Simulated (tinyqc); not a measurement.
Chemical-mechanical planarisation: Preston law, pattern density and step-height reduction: one step, computed by the program tinyqc. Command: `OMP_NUM_THREADS=1 python tinyqc.py 3027234 3027235 out.jsonl cmp walk`. One thread of a shared host (Intel(R) Xeon(R) Processor @ 2.30GHz), about 0.01 s of CPU time with the checks.

A row of 10 cells, repeated periodically, holds raised features that cover a share rho of each cell.

Problem. State at time t. While h > h_c only raised areas polish, at R0/rho_eff, until t_c = rho_eff (h0 - h_c)/R0. After that h = h_c exp(-(t - t_c)/tau), tau = rho_eff h_c/R0; low areas polish at R0 (1 - h/h_c) and raised areas at R0 [1 + (1 - rho_eff) h/(rho_eff h_c)]. Removed from raised areas after t_c: h0 - h_c + R0 (t - t_c) + (1 - rho_eff)(h_c - h); from low areas: R0 (t - t_c) - rho_eff (h_c - h). Film left = z0 less the removal from raised areas.

Inputs (values chosen for the exercise, close to those used for copper polishing): initial step height h0 = 390 nm; contact height h_c = 99 nm; film above the raised areas z0 = 640 nm; polish time t = 120 s.

effective densities: [0.6328468, 0.5999156, 0.3174077, 0.3672814, 0.3754284, 0.3497007, 0.5507713, 0.4332322, 0.7580196, 0.7153963]

blanket rate R0 = 2.171469 nm/s

Give: Cells; range of film left across the row; largest remaining step; thinnest film left.

Solution.

Cells:
```
cell  rho_eff  t_c (s)  step h (nm)  removed, raised (nm)  removed, low (nm)  film left on raised areas (nm)
1      0.6328     84.8        29.24                 393.0               32.3                           247.0
2      0.5999     80.4        23.27                 407.3               40.6                           232.7
3      0.3174     42.5         0.47                 526.5              136.9                           113.5
4      0.3673     49.2         1.45                 506.4              117.9                           133.6
5      0.3754     50.3         1.69                 503.1              114.8                           136.9
6      0.3497     46.9         1.01                 513.5              124.5                           126.5
7      0.5508     73.8        15.73                 428.7               54.4                           211.3
8      0.4332     58.1         4.30                 479.2               93.5                           160.8
9      0.7580    101.6        58.10                 340.9                9.0                           299.1
10     0.7154     95.9        47.24                 358.1               15.4                           281.9
```

range of film left across the row = 185.6 nm

largest remaining step = 58.10 nm

thinnest film left = 113.5 nm

10 of 10 cells have reached contact. The cell with the lowest rho_eff has lost the most film from its raised areas.
